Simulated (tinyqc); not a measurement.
# Changing the grain size L

Model: grain-boundary trapping model (Seto) of a polycrystalline semiconductor film. Computed by tinyqc, a small Python program. Command: `OMP_NUM_THREADS=1 python tinyqc.py 3014367 3014368 out.jsonl poly sweep`. One thread of a shared host (Intel(R) Xeon(R) Processor @ 2.30GHz), about 0.01 s of CPU time with the checks.

Grains of equal size L are joined by thin boundaries with one trap level. Trapped carriers deplete a width W on each side and raise a barrier, crossed by thermionic emission. Dopants are fully ionised, statistics are non-degenerate and mu_g does not depend on T.

Inputs (values chosen for the exercise, modelled on polycrystalline SiGe):

| quantity | value | unit |
|---|---|---|
| permittivity eps | 13.5 | - |
| effective mass m | 0.33 | m_0 |
| effective density of states at 300 K, N_c | 1.5e+19 | 1/cm^3 |
| trap density Q_t | 9.7e+11 | 1/cm^2 |
| trap level E_t below the band edge | 0.53 | eV |
| doping N | 4.3e+17 | 1/cm^3 |
| mobility inside the grains mu_g | 240 | cm^2/(V s) |
| temperature T | 300 | K |

Grain interior: resistance included.

Constants: k_B = 8.617333262e-05 eV/K; e = 1.602176634e-19 C; eps_0 = 8.8541878128e-12 F/m; m_0 = 9.1093837015e-31 kg; k_B = 1.380649e-23 J/K.

Method. N_c(T) = N_c (T/300 K)^(3/2). Filled traps Q = Q_t/(1 + (1/2) exp((E_t* - E_F)/k_B T)), where E_t* = e V_B - E_t and E_F are counted from the band edge at the grain centre. Partial depletion: Q = 2 N W, V_B = e N W^2/(2 eps eps_0), E_F = k_B T ln(N/N_c); solve for W. If that W would exceed L/2 the grain is fully depleted: W = L/2, Q = N L, and E_F follows from the trap equation. Centre density n_0 = N_c exp(E_F/k_B T). Boundary: sigma_b = L e^2 n_0 exp(-e V_B/k_B T)/sqrt(2 pi m k_B T); drift through the grain, depleted parts included: rho_g = [(1 - 2W/L) + (2W/L) int_0^1 exp(y^2 s^2) ds]/(e n_0 mu_g); rho = 1/sigma_b + rho_g. Mean carrier density n_av = n_0 [(1 - 2W/L) + (2W/L) (sqrt(pi)/2) erf(y)/y], y = sqrt(e V_B/k_B T); effective mobility 1/(e n_av rho).

One run for each value:

| grain size L (nm) | resistivity rho (ohm cm) | barrier V_B (V) | effective mobility (cm^2/(V s)) | depletion width W (nm) |
|---|---|---|---|---|
| 10 | 7.5277e+06 | 0.007205 | 92.03 | 5.000 |
| 18 | 9.1786e+05 | 0.023343 | 97.36 | 9.000 |
| 32 | 1.9654e-01 | 0.036662 | 95.75 | 11.279 |
| 56 | 1.3823e-01 | 0.036662 | 120.79 | 11.279 |
| 100 | 1.0402e-01 | 0.036662 | 150.56 | 11.279 |
| 180 | 8.4668e-02 | 0.036662 | 178.70 | 11.279 |
| 320 | 7.4085e-02 | 0.036662 | 200.51 | 11.279 |
| 560 | 6.8254e-02 | 0.036662 | 215.48 | 11.279 |
| 1000 | 6.4834e-02 | 0.036662 | 225.53 | 11.279 |

Describe and explain the trends.

Over the rows, resistivity rho (ohm cm) falls from 7.53e6 to 0.0648 (exponent d ln y / d ln x -3.6 between the first rows and -0.089 between the last); barrier V_B (V) rises from 0.00720 to 0.0367, flat over part of the range; effective mobility (cm^2/(V s)) lies between 92.0 and 226 without a single trend. At the high end the exponent of barrier V_B is 0.00, close to 0: partial depletion.

Caution (rows 32.0, 56.0, 100, 180, 320, 560, 1000): e V_B is below 2 k_B T, where the depletion approximation fails and the mean density does not balance the trapped charge.

Extremes, crossings and ranges named in words are read from the listed rows.
